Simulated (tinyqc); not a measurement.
Inside a calculation. Model: precursor delivery by bubblers, mass-transport growth and the solid composition of a III-V alloy. Computed by tinyqc, a small Python program that keeps every step. Command: `OMP_NUM_THREADS=1 python tinyqc.py 3020712 3020713 out.jsonl movpe_thermo walk`. One thread of a shared host (Intel(R) Xeon(R) Processor @ 2.30GHz), about 0.01 s of CPU time with the checks. Intermediate numbers are printed to about 6 digits and carried at full precision; extremes and crossings named in words are read from the listed rows.

1 sccm = 44.615 micromol/min; 1 torr = 133.322 Pa. The sources decompose fully at the surface.

Inputs (values chosen for the exercise, modelled on triethylgallium (source 1) and trimethylindium (source 2) for the vapour pressures):

| quantity | value | unit |
|---|---|---|
| bath temperature T1 | 296 | K |
| bath temperature T2 | 295 | K |
| bubbler pressure p_b | 1000 | torr |
| carrier flow F1 | 29 | sccm |
| carrier flow F2 | 390 | sccm |
| total flow F_t | 19 | slm |
| group-V flow F_V | 57 | sccm |
| reactor pressure p | 40 | torr |
| growth temperature T | 930 | K |
| diffusivity at 273 K and 760 torr | 0.44 | cm^2/s |
| flow cross-section A | 80 | cm^2 |
| distance from the leading edge z | 5.5 | cm |
| lattice constant a | 5.64 | angstrom |
| interaction L0 of the solid | 14.4 | kJ/mol |
| log10 of p_B,eq over pure BC at 1000 K and 1 torr of group V (exaggerated: liquid indium has about -4.1) | -3.7 | log10 torr |
| enthalpy of that equilibrium H | 287 | kJ/mol |

Alloy: mixing on the group-III sites, with desorption of B.

constants a, b of source 1 (log10 torr, K): 8.088  2162

constants a, b of source 2 (log10 torr, K): 10.53  3014

Constants: k_B = 1.380649e-23 J/K; R = 8.314462618 J/(mol K).

## Bubblers

log10 p_v = a - b/T_bath; molar flow = F x 44.615 x p_v/(p_b - p_v) for a saturated bubbler.

vapour pressure 1 = 6.08059 torr

molar flow 1 = 7.91541 micromol/min

vapour pressure 2 = 2.05613 torr

molar flow 2 = 35.8501 micromol/min

One kelvin of bath error changes flow 1 by 5.7 % and flow 2 by 8.0 %.

## Partial pressures in the reactor

p_i = p n_i/(44615 F_t), F_t in slm; p_V = p F_V/(1000 F_t), counted per molecule supplied; V/III = 44.615 F_V/(n1 + n2); vapour fraction of source 2 = n2/(n1 + n2).

p_1 = 3.73507e-04 torr

p_2 = 0.00169167 torr

p_V = 0.12 torr

V/III ratio = 58.1064

vapour fraction of source 2 = 0.819140

## Mass transport

Mean velocity u = (F_t/A)(760/p)(T/273); D = D0 (T/273)^1.75 (760/p); boundary layer delta = sqrt(pi D z/u); flux = D dp/(delta k_B T); growth rate = flux x a^3/4.

velocity u = 256.204 cm/s

D = 71.4113 cm^2/s

boundary layer delta = 2.19456 cm

growth rate per torr of group III = 545.551 micrometre/(h torr)

## Solid composition

A sticks fully. B desorbs: its surface pressure is p_B* = x gamma_B K/sqrt(p_V), ln gamma_B = L0 (1 - x)^2/(R T), K = 10^(log10 K at 1000 K) exp[-(H/R)(1/T - 1/1000)], p_V in torr. With equal diffusivities x = (p_2 - p_B*)/(p_1 + p_2 - p_B*). Growth rate = rate per torr x p_1/(1 - x).

K/sqrt(p_V) = 4.28599e-05 torr

solid fraction x = 0.815819

share of B incorporated, 1 - p_B*/p_2 = 0.977983

growth rate = 1.10634 micrometre/h

Desorption is negligible: the solid copies the vapour.

## Incorporation against temperature

A sticks fully. B desorbs: its surface pressure is p_B* = x gamma_B K/sqrt(p_V), ln gamma_B = L0 (1 - x)^2/(R T), K = 10^(log10 K at 1000 K) exp[-(H/R)(1/T - 1/1000)], p_V in torr. With equal diffusivities x = (p_2 - p_B*)/(p_1 + p_2 - p_B*).

At fixed flows:

| T (K) | K/sqrt(p_V) (torr) | x | share of B incorporated, 1 - p_B*/p_2 |
|---|---|---|---|
| 879 | 4.97502e-06 | 0.818759 | 9.97431e-01 |
| 924 | 3.36806e-05 | 0.816538 | 9.82684e-01 |
| 966 | 1.70913e-04 | 0.805248 | 9.12920e-01 |
| 996 | 5.01423e-04 | 0.772441 | 7.49470e-01 |
| 1032 | 1.67976e-03 | 0.520607 | 2.39774e-01 |
| 1067 | 5.03200e-03 | 0.084486 | 2.03752e-02 |
| 1109 | 1.71329e-02 | 0.022064 | 4.98140e-03 |
| 1169 | 8.46517e-02 | 0.004600 | 1.02024e-03 |

x equals the vapour fraction 0.819 while gamma_B K/sqrt(p_V) is small against p_1 + p_2 = 0.0021 torr and falls once it is not. Between the last rows the apparent energy R d ln x/d(1/T) is 282 kJ/mol, against H = 287.

Checks made by the program: the sensitivity to the bath against a difference (relative difference below 1e-10).
